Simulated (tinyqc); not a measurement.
# Reflectance at normal incidence against thickness

Normal incidence on air, film (n1) and substrate (N2 = n2 - i k2): r01 = (1 - n1)/(1 + n1), r12 = (n1 - N2)/(n1 + N2), amplitude (r01 + r12 X)/(1 + r01 r12 X), X = exp(-4 pi i n1 d/lam), R its squared modulus, phase from 0 to 360 degrees.

Inputs (values chosen for the exercise): wavelength lam = 800 nm; index of the transparent film n1 = 1.647; index of the substrate n2 = 3.692; extinction coefficient of the substrate k2 = 0.0065.

Results:
```
d (nm)  R (%)  phase of the reflected amplitude (degrees)
0       32.92                                       179.9
30      29.75                                       156.1
90      8.811                                       90.17
120     2.352                                       5.758
150     7.846                                       274.5
180     19.67                                       234.3
210     29.16                                       206.2
240     32.89                                       182.2
```

Estimate the missing row, d = 60 nm.

Computed row:
```
d (nm)  R (%)  phase of the reflected amplitude (degrees)
60      20.71                                       128.6
```

With this row back in the table: R goes from 32.9 through a minimum of 2.35 (at d = 120 nm among the rows listed) to 32.9 %. At a quarter wave, d = 121 nm, R = 2.34 %; for a transparent substrate it would vanish for n1 = sqrt(n2) = 1.92.

Program tinyqc, `OMP_NUM_THREADS=1 python tinyqc.py 2870159 2870160 out.jsonl`; Intel Xeon 2.30GHz, shared host, one thread, about 0.01 s.
